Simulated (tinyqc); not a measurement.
Inside a calculation. Model: CMOS inverter, nodal equation and switching.

Program tinyqc, `OMP_NUM_THREADS=1 python tinyqc.py 2340041 2340042 out.jsonl`; Intel Xeon 2.30GHz, shared host, one thread, about 0.03 s. Printed values are rounded.

An n-channel pull-down (bn, VTn) and a p-channel pull-up (bp, VTp) share the input Vin and the output node Vout, which carries the load C. Transistor (EKV form, voltages against the body): I = 2 n b Vt^2 [F(vp - Vs) - F(vp - Vd)] from drain to source, F(v) = ln^2(1 + exp(v/(2 Vt))), vp = (Vg - VT + sg |Vd - Vs|)/n. n-channel bodies are at 0; for the p-channel device all voltages are counted down from Vdd. b in uA/V^2 gives I in uA. Static: In = Ip. Transient: C dVout/dt = Ip - In. No velocity saturation, no gate capacitance beyond C.

Parameters, values chosen for the exercise:

| symbol | value | unit | meaning |
|---|---|---|---|
| T | 273 | K | temperature |
| Vdd | 0.8 | V | supply voltage |
| n | 1.3 |  | slope factor |
| sg | 0.032 |  | drain-induced barrier lowering |
| VTn | 0.35 | V | n-channel threshold |
| VTp | 0.37 | V | p-channel threshold (magnitude) |
| bn | 360 | uA/V^2 | gain factor of the pull-down transistor |
| bp | 360 | uA/V^2 | gain factor of the pull-up transistor |
| C | 1.7 | fF | load capacitance |
| Vin | 0.36 | V | input voltage |
| dt | 6 | ps | time step |

Constants: q = 1.602176634e-19 C, kB = 1.380649e-23 J/K, Vt = kB T/q. Results are converted to the units shown.

## Iteration 1: output voltage by Newton steps

Vout at the start = 0.4 V

f = In - Ip at (Vin, Vout); G = df/dVout by a central difference with +/- 1e-6 V; Vout(new) = Vout - f/G.

In = 0.4166130 uA
Ip = 1.298832 uA
G = 0.969929 uS
Vout after iteration 1 = 1.309571 V

This step lands outside the rails.

## Iteration 2: output voltage by Newton steps

As before.

In = 0.7520481 uA
Ip = -76.24992 uA
G = 275.931 uS
Vout after iteration 2 = 1.030508 V

The value that enters this step is an overshoot, farther from the solution than the start was, so its intermediate quantities are not physical.

## Course of the iteration: output voltage by Newton steps

Stop when Vout changes by less than 1e-9 V, or after 30 iterations.

Course of the iteration:

| iteration | Vout (V) | \|change\| (V) |
|---|---|---|
| 1 | 1.309571 | 0.910 |
| 2 | 1.030508 | 0.279 |
| 3 | 0.8923870 | 0.138 |
| 4 | 0.8231406 | 0.0692 |
| 5 | 0.7876158 | 0.0355 |
| 6 | 0.7736728 | 0.0139 |
| 7 | 0.7716289 | 2.04e-3 |
| 8 | 0.7715879 | 4.10e-5 |
| 9 | 0.7715879 | 1.62e-8 |
| 10 | 0.7715879 | < 1e-13 |

Converged in 10 iterations. At the end the number of correct digits about doubles with each step. On the way 4 iterate(s) lie more than 5 mV outside the rails, the first at 1.31 V, before the steps return.

## Transfer curve

| point | Vin (V) |
|---|---|
| 0 | 0 |
| 1 | 0.08 |
| 2 | 0.16 |
| 3 | 0.24 |
| 4 | 0.32 |
| 5 | 0.4 |
| 6 | 0.48 |
| 7 | 0.56 |
| 8 | 0.64 |
| 9 | 0.72 |
| 10 | 0.8 |

For each Vin solve In = Ip; gain = dVout/dVin.

| point | Vout (V) | supply current (uA) | gain |
|---|---|---|---|
| 0 | 0.7999999 | 1.2751e-5 | 0.000 |
| 1 | 0.7999986 | 1.7211e-4 | 0.000 |
| 2 | 0.7999767 | 0.0022440 | -0.001 |
| 3 | 0.7996066 | 0.026084 | -0.014 |
| 4 | 0.7937189 | 0.22309 | -0.219 |
| 5 | 0.1109274 | 0.75411 | -16.268 |
| 6 | 0.0031443 | 0.13622 | -0.108 |
| 7 | 0.0001949 | 0.014398 | -0.007 |
| 8 | 0.0000115 | 0.0011882 | 0.000 |
| 9 | 0.0000007 | 8.9948e-5 | 0.000 |
| 10 | 0.0000000 | 6.6393e-6 | 0.000 |

The switching point Vin = Vout lies at 0.3903 V, with a gain of -31.2. The current peaks at 0.754 uA among the points, against 1.3e-5 and 6.6e-6 uA of leakage at the ends.

## Switching point and noise margins

VM solves In = Ip with Vin = Vout. VIL and VIH are the inputs at which the gain is -1; NML = VIL - Vout(VIH), NMH = Vout(VIL) - VIH.

VM = 0.39031 V
gain at VM = -31.250
VIL = 0.35596 V
VIH = 0.42404 V
NML = 0.33209 V
NMH = 0.35209 V

VM lies 9.7 mV below Vdd/2, and the high margin is the larger one. With both transistors saturated the size of the gain tends to 1/sg = 31.2; here it is within 0.01 % of that.

## Step 1: one time step of the falling output

Vout at t = 0 = 0.8 V

The input steps to Vdd at t = 0; I = In - Ip. Trapezoidal rule: V(new) = V - (dt/C)[I(V) + I(V(new))]/2, solved for V(new); 1 ps uA/fF = 1 mV.

I(V) = 31.32274 uA
I(V(new)) = 30.86212 uA
Vout after step 1 = 0.6902620 V

## Step 2: one time step of the falling output

As before.

I(V) = 30.86212 uA
I(V(new)) = 30.41156 uA
Vout after step 2 = 0.5821320 V

## Delays and energy

For a step input the delay to Vdd/2 is tHL = C times the integral of dV/(In - Ip) from Vdd/2 to Vdd at Vin = Vdd, and tLH likewise with Ip - In from 0 to Vdd/2 at Vin = 0. Energy drawn for one full cycle of the output: C Vdd^2. Leakage power: Vdd times the mean of the supply currents at Vin = 0 and Vdd.

tHL = 22.31253 ps
tLH = 24.34144 ps
energy = 1.088 fJ
leakage power = 0.007755937 nW

Time steps as above cross Vdd/2 at 22.3 ps by linear interpolation, 0.075 % above tHL. tLH/tHL = 1.09, with bn/bp = 1.00.
